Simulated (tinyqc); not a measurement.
Weibull analysis of times to dielectric breakdown, with area scaling: one step of the calculation.

Breakdown times follow F(t) = 1 - exp(-(t/t63)^beta). The 8 times below were drawn at random from beta = 1, t63 = 320 s and are treated as data; all samples failed.

Question. Scale parameter and projection to the product. t63 = (mean of t^beta)^(1/beta). Defects are spread at random, so -ln(1 - F) is proportional to the area: t63(A2) = t63 (A1/A2)^(1/beta), and the time to the share Fp is t63(A2) (-ln(1 - Fp))^(1/beta).

Values chosen for this exercise:
- A1 = 64 um^2 (area of a test capacitor)
- A2 = 1.1e6 um^2 (gate area of the product)
- Fp = 0.001 (allowed share of failed products)
- beta = 1 (Weibull slope)

t, i 1 to 8 (s): [30.1, 30.5, 79.2, 117, 198, 377, 382, 577]
converged beta = 1.1223073

Find: t63; t63 of the product; time to Fp; decades lost against t63.

Answer.

t63 = 233.51 s
t63 of the product = 0.039323 s
time to Fp = 8.3517e-5 s
decades lost against t63 = 6.4465

The straight-line values give 3.47e-6 s for the time to Fp and the values that made the data 1.86e-5 s: with 8 samples beta is uncertain by about 0.78/sqrt(n) = 28 %, and the projection hangs on 1/beta.

Numbers from tinyqc (`OMP_NUM_THREADS=1 python tinyqc.py 2070139 2070140 out.jsonl`; about 0.01 s on one thread of a shared Intel Xeon 2.30GHz).
